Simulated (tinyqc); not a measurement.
# Saturation velocity and mobility from two gate lengths

Question. Isat = Cox vsat Vg (x - 1)/(x + 1) per width, x = sqrt(1 + 2 mu Vg/(m vsat L)), with no series resistance and the same overdrive Vg and mu at both lengths. Find vsat and mu.

Inputs (values chosen for the exercise):
- Cox = 2.21 uF/cm^2 (gate capacitance)
- m = 1.16 (body factor)

Vg = 1.98 V
Isat at L = 0.05 and 0.25 um (uA/um): 2539.1912  1804.4796

Answer. The ratio of the currents depends on c = 2 mu Vg/(m vsat) alone and falls steadily from L2/L1 to 1 as c grows, so it fixes c; either current then gives vsat.

vsat = 7.70e6 cm/s
mu = 560 cm^2/(V s)

Computed by the program tinyqc: `OMP_NUM_THREADS=1 python tinyqc.py 2500051 2500052 out.jsonl`, one thread of a shared Intel Xeon 2.30GHz, about 0.01 s for the whole run.
